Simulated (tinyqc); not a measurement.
# Adsorption as a lattice gas: isotherms with interactions, competition, desorption peaks and saturation dose, step by step

A worked calculation. Computed by tinyqc, a small Python program that keeps every step. Command: `OMP_NUM_THREADS=1 python tinyqc.py 3027020 3027021 out.jsonl adsorb walk`. One thread of a shared host (Intel(R) Xeon(R) Processor @ 2.30GHz), about 0.1 s of CPU time with the checks. Intermediate numbers are printed to about 5 digits and carried at full precision; extremes and crossings named in words are read from the listed rows.

One adsorbate per site; a molecule needs 2 empty sites. Gas and surface have the same temperature.

Inputs (values chosen for the exercise, for a model surface):
```
quantity                                          value    unit
desorption energy E                                1.33      eV
prefactor nu                                      1e+15     1/s
pair energy w (positive repels)                   0.047      eV
neighbours z                                          3       -
site density N_s                                    5.3  1/nm^2
molecular mass M                                    129       u
sticking coefficient s0                            0.36       -
temperature T                                       448       K
pressure p                                      0.00041      Pa
blocking by a second gas, K_B p_B                  0.16       -
heating rate beta                                     9     K/s
initial coverage theta_0                           0.52       -
aspect ratio a (depth over diameter) of a hole        5       -
```

Adsorption: dissociative (second order).

Constants: u = 1.6605390666e-27 kg; k_B = 1.380649e-23 J/K; k_B = 8.617333262e-05 eV/K.

## Flux and the Langmuir coverage

Flux F = p/sqrt(2 pi M k_B T); k_d = nu exp(-E/(k_B T)); 2 s0 F (1 - theta)^2 = N_s k_d theta^2, so y = sqrt(2 s0 F/(N_s k_d)), theta = y/(1 + y). With a second gas on the same sites theta = y/(1 + y + K_B p_B).

flux F = 4.4936 1/(nm^2 s)

k_d = 1.0918 1/s

y = 0.74773

Langmuir coverage = 0.42783

coverage with the second gas = 0.39195

## Coverage with interactions

With u = w/(k_B T). Mean field: theta/(1 - theta) = y exp(-z u theta). Quasi-chemical: theta/(1 - theta) = y [(r - 1 + 2 theta)(1 - theta)/((r + 1 - 2 theta) theta)]^(-z/2) exp(-z u/2), r = sqrt(1 - 4 theta (1 - theta)(1 - exp(-u))).

u = 1.2174

coverage, mean field = 0.23841

coverage, quasi-chemical = 0.26184

Repulsion lowers the coverage from 0.4278. Both theories put half coverage at ln y = z u/2 = 1.826; here ln y = -0.291.

## Isotherms

The formulas are those given above.

Coverage; the first column is ln y - z u/2:
```
ln y - z u/2  no interaction  mean field  quasi-chemical
-5.0                 0.04016     0.03546         0.03713
-3.0                 0.23616     0.15113         0.16780
-2.0                 0.45665     0.25130         0.27500
-1.0                 0.69554     0.37088         0.38852
-0.5                 0.79020     0.43485         0.44452
0.0                  0.86130     0.50000         0.50000
0.5                  0.91102     0.56515         0.55548
1.0                  0.94407     0.62912         0.61148
2.0                  0.97867     0.74870         0.72500
3.0                  0.99205     0.84887         0.83220
5.0                  0.99892     0.96454         0.96287
```

At half coverage the slope d theta/d ln y is 1/4 without interaction, 1/(4 + z u) = 0.131 in mean field and 0.111 in the pair theory, 1/[4 + 2 z (exp(u/2) - 1)]. Repulsion spreads the filling over a wider range of pressure; the two theories differ by at most 0.024 in these rows.

## Desorption peak without interaction

The peak obeys E/(k_B T_p^2) = (nu theta_0/beta) exp(-E/(k_B T_p)) if theta at the peak is theta_0/2. Redhead's shortcut, with the constant 3.46 (3.64 is also in use), reads E back as k_B T_p [ln(nu' T_p/beta) - 3.46], nu' = nu theta_0.

peak temperature T_p = 450.45 K

E by Redhead's shortcut = 1.3329 eV

The shortcut misses by +0.22 %, since 3.46 stands for ln(E/(k_B T_p)) = 3.53. A prefactor wrong by a factor 100 would shift E by 0.179 eV.

## Peak against initial coverage

Heating at the rate beta: d theta/dT = -(nu/beta) theta^2 exp(-[E - 2 z w theta]/(k_B T)). Integrated numerically (relative tolerance 1e-9); T_p is the maximum of the rate.

Peak temperatures (K):
```
theta_0   w = 0  with w
0.1      471.13  462.88
0.3      456.70  432.32
0.5      450.28  409.57
0.7      446.15  388.83
0.9      443.11  368.90
```

Without interaction the peak moves down by 28.0 K, the mark of second order; with w it moves by -94.0 K.

## Dose to saturate, flat and in a hole

Without desorption or interaction, 99 % coverage needs the time 99 N_s/(2 s0 F). For a round hole of aspect ratio a in molecular flow with unit sticking (Gordon), the time is N_s/(2F) x [1 + (19/4) a + (3/2) a^2]. The larger of the two times is a rough guide.

time on a flat surface = 162.18 s

time for the hole = 36.711 s

The surface reaction is the slower step. Caution: with k_d = nu exp(-E/(k_B T)) of these inputs desorption is not negligible over the time on a flat surface, so without interaction 99 % coverage is not reached.

Checks made by the program: quasi-chemical form at low coverage and at the symmetry point (relative difference 1e-07); T_p against the integrated rate equation (relative difference 1e-03).
